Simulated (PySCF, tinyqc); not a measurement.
Worked calculation (part 1 of 2): RKS/PBE0 in the sto-3g basis, for BeH+, spin multiplicity 1. The lowest restricted solution is unstable here: a spin-polarised one lies 0.0104 hartree lower (PySCF). Computed by tinyqc, a small Python program that keeps every step (integrals from PySCF). Settings: charge = 1, multiplicity = 1, basis = sto-3g, energy threshold = 1e-08, iteration cap = 85, orthogonalisation = symmetric, start = core, DIIS depth = 6, damping = 0.5, method = RKS, functional = pbe0, grid = [15, 86]. Command: `OMP_NUM_THREADS=1 python tinyqc.py 20902 20903 out.jsonl` (the two numbers bound the seeds that draw the settings). One thread of a shared host (Intel(R) Xeon(R) Processor @ 2.60GHz), about 0.5 s of CPU time with the checks. Later iterations appear only in the table of the cycle.

## One-electron integrals

Geometry (angstrom):
```
atom         x         y         z
Be    0.000000  0.000000  0.000000
H     0.000000  0.000000  2.271000
```

Basis sto-3g: exponents (1/bohr^2) and contraction coefficients of normalised primitives:
```
element  l (shell)   exponent  coefficient
Be           s (1)  30.167871     0.154329
Be           s (1)   5.495115     0.535328
Be           s (1)   1.487193     0.444635
Be           s (2)   1.314833    -0.099967
Be           s (2)   0.305539     0.399513
Be           s (2)   0.099371     0.700115
Be           p (3)   1.314833     0.155916
Be           p (3)   0.305539     0.607684
Be           p (3)   0.099371     0.391957
H            s (1)   3.425251     0.154329
H            s (1)   0.623914     0.535328
H            s (1)   0.168855     0.444635
```

Overlap, kinetic and nuclear-attraction integrals over the contracted functions; the nuclear repulsion is the sum of Za Zb / Rab.

nuclear repulsion = 0.93206026 hartree

overlap S, lower triangle:
```
           1Be 1s    1Be 2s   1Be 2px   1Be 2py   1Be 2pz     2H 1s
1Be 1s   1.000000
1Be 2s   0.259517  1.000000
1Be 2px  0.000000  0.000000  1.000000
1Be 2py  0.000000  0.000000  0.000000  1.000000
1Be 2pz  0.000000  0.000000  0.000000  0.000000  1.000000
2H 1s    0.008258  0.166610  0.000000  0.000000  0.234673  1.000000
```

kinetic energy T (hartree), lower triangle:
```
            1Be 1s     1Be 2s   1Be 2px   1Be 2py   1Be 2pz     2H 1s
1Be 1s    6.693975
1Be 2s   -0.033012   0.211111
1Be 2px   0.000000   0.000000  0.660592
1Be 2py   0.000000   0.000000  0.000000  0.660592
1Be 2pz   0.000000   0.000000  0.000000  0.000000  0.660592
2H 1s    -0.003892  -0.002990  0.000000  0.000000  0.017717  0.760032
```

nuclear attraction V (hartree), lower triangle:
```
             1Be 1s     1Be 2s    1Be 2px    1Be 2py    1Be 2pz      2H 1s
1Be 1s   -14.794107
1Be 2s    -1.959717  -2.545492
1Be 2px    0.000000   0.000000  -2.513438
1Be 2py    0.000000   0.000000   0.000000  -2.513438
1Be 2pz   -0.006267  -0.066581   0.000000   0.000000  -2.553531
2H 1s     -0.060752  -0.334330   0.000000   0.000000  -0.458818  -2.158597
```

core Hamiltonian H = T + V (hartree), lower triangle:
```
            1Be 1s     1Be 2s    1Be 2px    1Be 2py    1Be 2pz      2H 1s
1Be 1s   -8.100132
1Be 2s   -1.992729  -2.334382
1Be 2px   0.000000   0.000000  -1.852846
1Be 2py   0.000000   0.000000   0.000000  -1.852846
1Be 2pz  -0.006267  -0.066581   0.000000   0.000000  -1.892939
2H 1s    -0.064644  -0.337320   0.000000   0.000000  -0.441101  -1.398565
```

## Two-electron integrals

Functions are numbered as in S; the eight-fold symmetry (ij|kl) = (ji|kl) = (kl|ij) leaves the list below.

Two-electron integrals (ij|kl) in chemists' order, unique and non-zero (hartree):
```
(11|11) 2.298831   (21|11) 0.392036   (21|21) 0.079539   (22|11) 0.570988
(22|21) 0.143041   (22|22) 0.417683   (31|31) 0.014607   (32|31) 0.021888
(32|32) 0.092265   (33|11) 0.569578   (33|21) 0.143083   (33|22) 0.417589
(33|33) 0.449859   (41|41) 0.014607   (42|41) 0.021888   (42|42) 0.092265
(43|43) 0.024249   (44|11) 0.569578   (44|21) 0.143083   (44|22) 0.417589
(44|33) 0.401360   (44|44) 0.449859   (51|51) 0.014607   (52|51) 0.021888
(52|52) 0.092265   (53|53) 0.024249   (54|54) 0.024249   (55|11) 0.569578
(55|21) 0.143083   (55|22) 0.417589   (55|33) 0.401360   (55|44) 0.401360
(55|55) 0.449859   (61|11) 0.012101   (61|21) 0.002467   (61|22) 0.004519
(61|33) 0.004485   (61|44) 0.004485   (61|51) 0.000257   (61|52) 0.000485
(61|55) 0.004588   (61|61) 0.000082   (62|11) 0.057949   (62|21) 0.014881
(62|22) 0.051472   (62|33) 0.049283   (62|44) 0.049283   (62|51) 0.001848
(62|52) 0.013928   (62|55) 0.055790   (62|61) 0.000522   (62|62) 0.013011
(63|31) 0.000911   (63|32) 0.005104   (63|53) 0.002032   (63|63) 0.000766
(64|41) 0.000911   (64|42) 0.005104   (64|54) 0.002032   (64|64) 0.000766
(65|11) 0.075220   (65|21) 0.019438   (65|22) 0.069300   (65|33) 0.065590
(65|44) 0.065590   (65|51) 0.002830   (65|52) 0.021163   (65|55) 0.076632
(65|61) 0.000694   (65|62) 0.019151   (65|65) 0.028433   (66|11) 0.232988
(66|21) 0.060458   (66|22) 0.230814   (66|33) 0.218503   (66|44) 0.218503
(66|51) 0.006251   (66|52) 0.064295   (66|55) 0.255050   (66|61) 0.002097
(66|62) 0.084112   (66|65) 0.128413   (66|66) 0.774606
```

## Orthogonalisation

S = U s U^T; symmetric (Loewdin) form X = U s^(-1/2) U^T, so that X^T S X = 1.

eigenvalues of S: 0.659051  0.819357  1.000000  1.000000  1.172514  1.349078

X, lower triangle:
```
            1Be 1s     1Be 2s   1Be 2px   1Be 2py    1Be 2pz     2H 1s
1Be 1s    1.026949
1Be 2s   -0.137587   1.038596
1Be 2px   0.000000   0.000000  1.000000
1Be 2py   0.000000   0.000000  0.000000  1.000000
1Be 2pz  -0.002774   0.016267  0.000000  0.000000   1.022009
2H 1s     0.013629  -0.091046  0.000000  0.000000  -0.123920  1.033461
```

## Starting guess

The start is the orbitals of the core Hamiltonian; D = 2 C_occ C_occ^T.

D at the start, lower triangle:
```
            1Be 1s     1Be 2s   1Be 2px   1Be 2py    1Be 2pz     2H 1s
1Be 1s    2.116646
1Be 2s   -0.440764   1.661000
1Be 2px   0.000000   0.000000  0.000000
1Be 2py   0.000000   0.000000  0.000000  0.000000
1Be 2pz  -0.217828   0.902684  0.000000  0.000000   0.490807
2H 1s     0.022973  -0.073694  0.000000  0.000000  -0.040012  0.003275
```

## Iteration 1: exchange-correlation on the grid

Becke grid with 15 radial and 86 angular points per atom, points of zero weight dropped. rho = sum D_ij phi_i phi_j; V_xc,ij = sum w v_xc phi_i phi_j plus the gradient terms; v_xc is d(rho eps)/d rho at fixed gradient. Exact exchange is left to K.

The 16 grid points with the largest w rho, of 2574 (bohr, atomic units):
```
x                  y         z         w       rho  |grad rho|^2     eps_xc       v_xc
0.000000    0.000000  2.045816  0.413848  0.049925      0.004408  -0.250876  -0.323193
0.765633    0.000000  1.897148  0.437799  0.046749      0.003843  -0.246003  -0.316690
0.000000   -0.765633  1.897148  0.437799  0.046749      0.003843  -0.246003  -0.316690
0.000000    0.765633  1.897148  0.437799  0.046749      0.003843  -0.246003  -0.316690
-0.765633   0.000000  1.897148  0.437799  0.046749      0.003843  -0.246003  -0.316690
0.756140    0.756140  1.744096  0.419694  0.043470      0.003358  -0.240748  -0.309468
0.756140   -0.756140  1.744096  0.419694  0.043470      0.003358  -0.240748  -0.309468
-0.756140   0.756140  1.744096  0.419694  0.043470      0.003358  -0.240748  -0.309468
-0.756140  -0.756140  1.744096  0.419694  0.043470      0.003358  -0.240748  -0.309468
1.420521   -0.386789  1.420521  0.456320  0.036759      0.002513  -0.229134  -0.293096
1.420521    0.386789  1.420521  0.456320  0.036759      0.002513  -0.229134  -0.293096
0.386789    1.420521  1.420521  0.456320  0.036759      0.002513  -0.229134  -0.293096
0.386789   -1.420521  1.420521  0.456320  0.036759      0.002513  -0.229134  -0.293096
-0.386789   1.420521  1.420521  0.456320  0.036759      0.002513  -0.229134  -0.293096
-0.386789  -1.420521  1.420521  0.456320  0.036759      0.002513  -0.229134  -0.293096
-1.420521  -0.386789  1.420521  0.456320  0.036759      0.002513  -0.229134  -0.293096
```

electrons on the grid, sum of w rho = 3.998237

E_xc = sum of w rho eps_xc = -2.18693621 hartree

V_xc (hartree), lower triangle:
```
            1Be 1s     1Be 2s    1Be 2px    1Be 2py    1Be 2pz      2H 1s
1Be 1s   -1.121182
1Be 2s   -0.159427  -0.217419
1Be 2px   0.000000   0.000000  -0.216924
1Be 2py   0.000000   0.000000   0.000000  -0.216924
1Be 2pz  -0.006354  -0.063716   0.000000   0.000000  -0.212432
2H 1s    -0.005142  -0.028482   0.000000   0.000000  -0.037811  -0.078504
```

## Iteration 1: building the Kohn-Sham matrix

J_ij = sum D_kl (ij|kl), K_ij = sum D_kl (ik|jl); F = H + J - 0.125 K + V_xc; E = tr D H + tr D J / 2 - 0.0625 tr D K + E_xc + E_nn.

Coulomb J (hartree), lower triangle:
```
           1Be 1s    1Be 2s   1Be 2px   1Be 2py   1Be 2pz     2H 1s
1Be 1s   5.734943
1Be 2s   1.064066  1.969044
1Be 2px  0.000000  0.000000  1.958479
1Be 2py  0.000000  0.000000  0.000000  1.958479
1Be 2pz  0.032686  0.153523  0.000000  0.000000  1.980565
2H 1s    0.033837  0.243604  0.000000  0.000000  0.327127  1.041734
```

exchange K (hartree), lower triangle:
```
           1Be 1s    1Be 2s   1Be 2px   1Be 2py   1Be 2pz     2H 1s
1Be 1s   4.659675
1Be 2s   0.791274  0.773342
1Be 2px  0.000000  0.000000  0.175906
1Be 2py  0.000000  0.000000  0.000000  0.175906
1Be 2pz  0.021636  0.415641  0.000000  0.000000  0.376640
2H 1s    0.028454  0.143711  0.000000  0.000000  0.111197  0.049511
```

Kohn-Sham matrix F (hartree), lower triangle:
```
            1Be 1s     1Be 2s    1Be 2px    1Be 2py    1Be 2pz      2H 1s
1Be 1s   -4.068831
1Be 2s   -1.186999  -0.679424
1Be 2px   0.000000   0.000000  -0.133279
1Be 2py   0.000000   0.000000   0.000000  -0.133279
1Be 2pz   0.017361  -0.028729   0.000000   0.000000  -0.171886
2H 1s    -0.039505  -0.140161   0.000000   0.000000  -0.165685  -0.441524
```

total energy of this density = -14.37436445 hartree

This density is the starting one.

## Iteration 1: diagonalisation and new density

Diagonalise F' = X^T F X, C = X C', fill 2 alpha and 2 beta electrons from the bottom; D = 2 C_occ C_occ^T; the new density keeps 0.5 of the old one (damping). Each column has its largest component positive (the first on a tie).

F' = X^T F X (hartree), lower triangle:
```
           1          2          3          4          5          6
1  -3.969289
2  -0.615562  -0.449413
3   0.000000   0.000000  -0.133279
4   0.000000   0.000000   0.000000  -0.133279
5   0.016566  -0.014425   0.000000   0.000000  -0.144968
6   0.017690  -0.064456   0.000000   0.000000  -0.099410  -0.410653
```

orbital energies (hartree): MO1 -4.073897, MO2 -0.478738, MO3 -0.309937, MO4 -0.133279, MO5 -0.133279, MO6 -0.111751

coefficients C:
```
               MO1        MO2        MO3       MO4        MO5        MO6
1Be 1s    0.989405  -0.126744  -0.280429  0.000000   0.000000  -0.011059
1Be 2s    0.038320   0.404433   0.967741  0.000000   0.000000   0.067898
1Be 2px   0.000000   0.000000   0.000000  0.115855   0.993266   0.000000
1Be 2py   0.000000   0.000000   0.000000  0.993266  -0.115855   0.000000
1Be 2pz  -0.003444   0.183901  -0.100753  0.000000   0.000000   1.008042
2H 1s    -0.003336   0.798882  -0.501121  0.000000   0.000000  -0.450029
```

D after iteration 1, lower triangle:
```
            1Be 1s    1Be 2s   1Be 2px   1Be 2py   1Be 2pz     2H 1s
1Be 1s    2.053309
1Be 2s   -0.233728  0.995534
1Be 2px   0.000000  0.000000  0.000000
1Be 2py   0.000000  0.000000  0.000000  0.000000
1Be 2pz  -0.135630  0.525586  0.000000  0.000000  0.279235
2H 1s    -0.093068  0.286120  0.000000  0.000000  0.126920  0.639862
```

Within a degenerate level the vectors are fixed only up to a rotation; this is one choice.

## Iteration 2: exchange-correlation on the grid

As before.

The 16 grid points with the largest w rho, of 2574 (bohr, atomic units):
```
x                  y         z         w       rho  |grad rho|^2     eps_xc       v_xc
0.000000    0.000000  2.045816  0.413848  0.035578      0.001034  -0.226630  -0.295595
0.765633    0.000000  1.897148  0.437799  0.031544      0.001207  -0.218527  -0.283276
0.000000   -0.765633  1.897148  0.437799  0.031544      0.001207  -0.218527  -0.283276
0.000000    0.765633  1.897148  0.437799  0.031544      0.001207  -0.218527  -0.283276
-0.765633   0.000000  1.897148  0.437799  0.031544      0.001207  -0.218527  -0.283276
0.756140   -0.756140  1.744096  0.419694  0.028353      0.001165  -0.211798  -0.272741
0.756140    0.756140  1.744096  0.419694  0.028353      0.001165  -0.211798  -0.272741
-0.756140  -0.756140  1.744096  0.419694  0.028353      0.001165  -0.211798  -0.272741
-0.756140   0.756140  1.744096  0.419694  0.028353      0.001165  -0.211798  -0.272741
0.000000    0.000000  2.883809  0.402989  0.027355      0.000331  -0.209935  -0.274100
1.420521    0.386789  1.420521  0.456320  0.023062      0.000922  -0.199523  -0.253677
1.420521   -0.386789  1.420521  0.456320  0.023062      0.000922  -0.199523  -0.253677
0.386789   -1.420521  1.420521  0.456320  0.023062      0.000922  -0.199523  -0.253677
0.386789    1.420521  1.420521  0.456320  0.023062      0.000922  -0.199523  -0.253677
-0.386789   1.420521  1.420521  0.456320  0.023062      0.000922  -0.199523  -0.253677
-0.386789  -1.420521  1.420521  0.456320  0.023062      0.000922  -0.199523  -0.253677
```

electrons on the grid, sum of w rho = 3.998358

E_xc = sum of w rho eps_xc = -2.14798920 hartree

V_xc (hartree), lower triangle:
```
            1Be 1s     1Be 2s    1Be 2px    1Be 2py    1Be 2pz      2H 1s
1Be 1s   -1.115829
1Be 2s   -0.157017  -0.197625
1Be 2px   0.000000   0.000000  -0.194468
1Be 2py   0.000000   0.000000   0.000000  -0.194468
1Be 2pz  -0.004250  -0.053876   0.000000   0.000000  -0.198357
2H 1s    -0.004989  -0.038544   0.000000   0.000000  -0.055599  -0.297026
```

## Iteration 2: building the Kohn-Sham matrix

As before.

Coulomb J (hartree), lower triangle:
```
           1Be 1s    1Be 2s   1Be 2px   1Be 2py   1Be 2pz     2H 1s
1Be 1s   5.463517
1Be 2s   1.001822  1.831866
1Be 2px  0.000000  0.000000  1.814261
1Be 2py  0.000000  0.000000  0.000000  1.814261
1Be 2pz  0.024774  0.145441  0.000000  0.000000  1.857696
2H 1s    0.031714  0.259020  0.000000  0.000000  0.357444  1.393006
```

exchange K (hartree), lower triangle:
```
           1Be 1s    1Be 2s   1Be 2px   1Be 2py   1Be 2pz     2H 1s
1Be 1s   4.619489
1Be 2s   0.801998  0.576579
1Be 2px  0.000000  0.000000  0.122142
1Be 2py  0.000000  0.000000  0.000000  0.122142
1Be 2pz  0.007535  0.289450  0.000000  0.000000  0.286458
2H 1s    0.025261  0.227223  0.000000  0.000000  0.216061  0.616738
```

Kohn-Sham matrix F (hartree), lower triangle:
```
            1Be 1s     1Be 2s    1Be 2px    1Be 2py    1Be 2pz      2H 1s
1Be 1s   -4.329881
1Be 2s   -1.248174  -0.772212
1Be 2px   0.000000   0.000000  -0.248320
1Be 2py   0.000000   0.000000   0.000000  -0.248320
1Be 2pz   0.013315  -0.011198   0.000000   0.000000  -0.269408
2H 1s    -0.041077  -0.145247   0.000000   0.000000  -0.166264  -0.379677
```

total energy of this density = -14.50877349 hartree

This density is a damped mixture and is not idempotent.

## Iteration 2: DIIS over 2 matrices

error matrix X^T (FDS - SDF) X:
```
           1          2         3         4          5          6
1   0.000000   0.044949  0.000000  0.000000  -0.080445  -0.021533
2  -0.044949   0.000000  0.000000  0.000000  -0.090419   0.028071
3   0.000000   0.000000  0.000000  0.000000   0.000000   0.000000
4   0.000000   0.000000  0.000000  0.000000   0.000000   0.000000
5   0.080445   0.090419  0.000000  0.000000   0.000000   0.027320
6   0.021533  -0.028071  0.000000  0.000000  -0.027320   0.000000
```

B (overlaps of the stored error matrices):
```
               1              2
1  2.6017362e-01  9.0998235e-02
2  9.0998235e-02  3.7331077e-02
```

Minimise |sum c_i e_i|^2 with sum c_i = 1: solve [B -1; -1 0][c; lambda] = [0; -1] with B_ij = tr e_i^T e_j, and take F = sum c_i F_i.

DIIS coefficients: -0.464618  1.464618

extrapolated F (hartree), lower triangle:
```
            1Be 1s     1Be 2s    1Be 2px    1Be 2py    1Be 2pz      2H 1s
1Be 1s   -4.451170
1Be 2s   -1.276598  -0.815323
1Be 2px   0.000000   0.000000  -0.301771
1Be 2py   0.000000   0.000000   0.000000  -0.301771
1Be 2pz   0.011436  -0.003052   0.000000   0.000000  -0.314718
2H 1s    -0.041807  -0.147610   0.000000   0.000000  -0.166533  -0.350941
```

## Iteration 2: diagonalisation and new density

As before.

F' = X^T F X (hartree), lower triangle:
```
           1          2          3          4          5          6
1  -4.349733
2  -0.639699  -0.574676
3   0.000000   0.000000  -0.301771
4   0.000000   0.000000   0.000000  -0.301771
5   0.007002   0.011345   0.000000   0.000000  -0.291665
6   0.020236  -0.072710   0.000000   0.000000  -0.096381  -0.314922
```

orbital energies (hartree): MO1 -4.455222, MO2 -0.503890, MO3 -0.378126, MO4 -0.301771, MO5 -0.301771, MO6 -0.193758

coefficients C:
```
               MO1        MO2        MO3       MO4        MO5        MO6
1Be 1s    0.990879  -0.262510   0.131583  0.000000   0.000000   0.075384
1Be 2s    0.033291   0.894173  -0.466875  0.000000   0.000000  -0.295872
1Be 2px   0.000000   0.000000   0.000000  0.062395   0.998052   0.000000
1Be 2py   0.000000   0.000000   0.000000  0.998052  -0.062395   0.000000
1Be 2pz  -0.002038   0.118326   0.636879  0.000000   0.000000  -0.800319
2H 1s    -0.003177   0.344894   0.556747  0.000000   0.000000   0.814213
```

D after iteration 2, lower triangle:
```
            1Be 1s    1Be 2s   1Be 2px   1Be 2py   1Be 2pz     2H 1s
1Be 1s    2.077406
1Be 2s   -0.318606  1.298421
1Be 2px   0.000000  0.000000  0.000000
1Be 2py   0.000000  0.000000  0.000000  0.000000
1Be 2pz  -0.100896  0.368529  0.000000  0.000000  0.153623
2H 1s    -0.140220  0.451349  0.000000  0.000000  0.104277  0.438893
```

Within a degenerate level the vectors are fixed only up to a rotation; this is one choice.

## Iteration 26 (converged): orbitals

converged F (hartree), lower triangle:
```
            1Be 1s     1Be 2s    1Be 2px    1Be 2py    1Be 2pz      2H 1s
1Be 1s   -4.346902
1Be 2s   -1.251554  -0.797942
1Be 2px   0.000000   0.000000  -0.262753
1Be 2py   0.000000   0.000000   0.000000  -0.262753
1Be 2pz   0.008430  -0.012914   0.000000   0.000000  -0.284268
2H 1s    -0.040591  -0.162092   0.000000   0.000000  -0.175691  -0.412279
```

Diagonalise F' = X^T F X, C = X C', fill 2 alpha and 2 beta electrons from the bottom; D = 2 C_occ C_occ^T. Each column has its largest component positive (the first on a tie).

F' = X^T F X (hartree), lower triangle:
```
           1          2          3          4          5          6
1  -4.246430
2  -0.630163  -0.559133
3   0.000000   0.000000  -0.262753
4   0.000000   0.000000   0.000000  -0.262753
5   0.004808   0.004094   0.000000   0.000000  -0.258731
6   0.022294  -0.083035   0.000000   0.000000  -0.101731  -0.374972
```

orbital energies (hartree): MO1 -4.351177, MO2 -0.521075, MO3 -0.375986, MO4 -0.262753, MO5 -0.262753, MO6 -0.191028

coefficients C:
```
               MO1        MO2        MO3       MO4        MO5        MO6
1Be 1s    0.990486  -0.223236  -0.196164  0.000000   0.000000  -0.066112
1Be 2s    0.034659   0.749226   0.691093  0.000000   0.000000   0.256937
1Be 2px   0.000000   0.000000   0.000000  0.038317   0.999266   0.000000
1Be 2py   0.000000   0.000000   0.000000  0.999266  -0.038317   0.000000
1Be 2pz  -0.001211   0.167467  -0.454000  0.000000   0.000000   0.908828
2H 1s    -0.003522   0.526140  -0.597073  0.000000   0.000000  -0.677156
```

D after iteration 26, lower triangle:
```
            1Be 1s    1Be 2s   1Be 2px   1Be 2py   1Be 2pz     2H 1s
1Be 1s    2.061795
1Be 2s   -0.265850  1.125081
1Be 2px   0.000000  0.000000  0.000000
1Be 2py   0.000000  0.000000  0.000000  0.000000
1Be 2pz  -0.077168  0.250858  0.000000  0.000000  0.056093
2H 1s    -0.241883  0.788151  0.000000  0.000000  0.176231  0.553670
```

Within a degenerate level the vectors are fixed only up to a rotation; this is one choice.
